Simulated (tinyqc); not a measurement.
# Stacked nanosheet transistor, parasitic resistance, capacitance and delay: what changes with what

Ns sheets share one contact on top; each has perimeter p = 2 (Ws + ts) and cross-section A = Ws ts; contact width Wc = Ws + 10 nm, stack height Hs = Ns pv. Sheet 1 is the top one. Contact length Lc = CPP - Lg - 2 Lsp, shared by two neighbouring gates. Source and drain sides are equal. The formulas are first-order estimates, not field solutions.

Inputs (values chosen for the exercise); values close to those of silicon logic devices: temperature T = 300 K; number of sheets Ns = 3; sheet width Ws = 15 nm; sheet thickness ts = 4 nm; vertical pitch of the sheets pv = 18 nm; vertical resistance between sheet levels rv = 179 ohm; contacted gate pitch CPP = 54 nm; gate length Lg = 18 nm; spacer length Lsp = 5 nm; relative permittivity of the spacer ks = 3.3; gate height above the channel stack Hc = 20 nm; contact resistivity rc = 7.4e-10 ohm cm^2; resistivity of the source-drain epitaxy re = 0.00025 ohm cm; current-carrying depth of the epitaxy te = 20 nm; resistivity of the extension rx = 0.00051 ohm cm; gate overlap Lov = 1 nm; inversion capacitance Cinv = 2.2 uF/cm^2; injection velocity vx = 1.1e7 cm/s; apparent mobility mu = 130 cm^2/(V s); threshold at zero drain voltage VT = 0.24 V; barrier lowering dl = 0.032 V/V; subthreshold factor n = 1.22; wire load Cw = 0.19 fF; supply voltage Vdd = 0.75 V.

Constants: q = 1.602176634e-19 C, kB = 1.380649e-23 J/K, eps0 = 8.8541878128e-12 F/m, Vt = kB T/q. Results are converted to the units shown.

Each table varies one quantity; the others keep the values above.

## Effect of the supply voltage

Epitaxy sheet resistance Rsh = re/te, transfer length LT = sqrt(rc/Rsh), contact Rc = [sqrt(rc Rsh)/Wc] coth(Lc/(2 LT)); extension of one sheet Rx = rx Lsp/A. With N sheets: gate Cg = Cinv p N Lg; per side, plate Cp = ks eps0 [Wc (Hs + Hc) - N A]/Lsp, top fringe Cf = (2/pi) ks eps0 Wc ln(1 + Lg/(2 Lsp)), overlap Co = Cinv p N Lov. One sheet: I = p Q vx u/(1 + |u|^1.8)^(1/1.8), Q = Cinv n Vt ln(1 + exp((Vg' - VT + dl Vd')/(n Vt))), u = Vd' mu/(vx Lg), Vg' = Vgs - v, Vd' = Vds - 2 v, with the drop on each side v_j = Rc sum I + rv (sum over levels k = 2..j of the current of sheets k..Ns) + Rx I_j. Ieff = [I(Vgs = Vdd, Vds = Vdd/2) + I(Vdd/2, Vdd)]/2, total currents. With Cs = Cp + Cf + Co, the load of an inverter of two such devices driving an equal one is CL = 2 (Cg + 2 Cs) + 4 Cs + Cw (own drains counted twice for the Miller effect); delay CL Vdd/(2 Ieff).

The same in every row: Rc (ohm) = 249.0; Rx/N (ohm) = 141.7; CL (aF) = 382.3.

Effect of the supply voltage:
```
Vdd (V)	Ieff (uA)	delay (ps)
0.45	22.75	3.780
0.55	37.90	2.774
0.65	54.96	2.260
0.75	72.84	1.968
0.85	91.07	1.784
0.95	109.5	1.658
```

What does the table show?

As Vdd goes from 0.45 to 0.95 V, Ieff rises from 22.8 to 110 uA, CL stays at 382 aF and the delay falls from 3.78 to 1.66 ps.

## Effect of the wire load

Same model as above.

The same in every row: Rc (ohm) = 249.0; Rx/N (ohm) = 141.7; Ieff (uA) = 72.84.

Result of one run:
```
Cw (fF)	CL (aF)	delay (ps)
0.093	285.3	1.469
```

What becomes of these results when the wire load Cw is changed from 0.093 to 0.2 fF, all else the same?

Result of the changed run:
```
Cw (fF)	CL (aF)	delay (ps)
0.2	392.3	2.020
```

The whole series:
```
Cw (fF)	CL (aF)	delay (ps)
0.02	212.3	1.093
0.043	235.3	1.211
0.093	285.3	1.469
0.2	392.3	2.020
0.43	622.3	3.204
0.93	1122	5.778
2	2192	11.29
```

As Cw goes from 0.02 to 2 fF, Ieff stays at 72.8 uA, CL rises from 212 to 2190 aF and the delay rises from 1.09 to 11.3 ps.

## Effect of the sheet width

Same model as above.

Results:
```
Ws (nm)	Rc (ohm)	Rx/N (ohm)	Ieff (uA)	CL (aF)	delay (ps)
8	345.8	265.6	46.65	320.2	2.574
12	282.9	177.1	61.73	355.7	2.161
18	222.3	118.1	83.80	408.8	1.830
25	177.8	85.00	108.9	470.9	1.622
50	103.7	42.50	193.4	692.3	1.343
70	77.80	30.36	256.1	869.5	1.273
```

Estimate the missing row, Ws = 35 nm.

Computed row:
```
Ws (nm)	Rc (ohm)	Rx/N (ohm)	Ieff (uA)	CL (aF)	delay (ps)
35	138.3	60.71	143.6	559.4	1.461
```

With this row back in the table: As Ws goes from 8 to 70 nm, Ieff rises from 46.6 to 256 uA, CL rises from 320 to 870 aF and the delay falls from 2.57 to 1.27 ps. From the first row to the last Ieff grows by a factor of 5.49 and CL by 2.72; the first step changes the delay by -16 %, the last by -5.2 %.

Program tinyqc, `OMP_NUM_THREADS=1 python tinyqc.py 2170152 2170153 out.jsonl`; Intel Xeon 2.30GHz, shared host, one thread, about 0.09 s.
